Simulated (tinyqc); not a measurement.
Solubility, supersaturation, precipitation and gettering of an impurity in a silicon-like host: one step, computed by the program tinyqc. Command: `OMP_NUM_THREADS=1 python tinyqc.py 3002272 3002273 out.jsonl ripen walk`. One thread of a shared host (Intel(R) Xeon(R) Processor @ 2.30GHz), about 0.01 s of CPU time with the checks.

The wafer was saturated at T1 and is then held at T.

Task: Growing precipitates. Growing sinks: with y = r/r_f and y0 = r0/r_f, dy/dt = (1 - y^3)/(3 tau_f y), which integrates to t/tau_f = F(y) - F(y0), F(y) = (1/2) ln[(1 + y + y^2)/(1 - y)^2] - sqrt(3) arctan[(2y + 1)/sqrt(3)]; the share of the excess left is (1 - y^3)/(1 - y0^3), and C(t) = C_eq + (C0 - C_eq) x share.

Inputs (values chosen for the exercise, modelled on gold in silicon):
```
quantity,value,unit
temperature of saturation T1,1425,K
anneal temperature T,913,K
initial sink radius r0,15,nm
anneal time t,220000,s
```

final radius r_f = 205.6943 nm

tau_f = 715240.2 s

C_eq(T) = 8.356756e+12 1/cm^3

C0 = 6.447203e+16 1/cm^3

Give: radius at t; share of the excess left; C(t) with growing sinks.

Result:

radius at t = 92.57 nm

share of the excess left = 0.9092

C(t) with growing sinks = 5.862e+16 1/cm^3

9.1 % of the excess has precipitated. Caution: the barrier to homogeneous nucleation is below 35 k_B T for these inputs, so new precipitates would form and outnumber the fixed sinks assumed here.
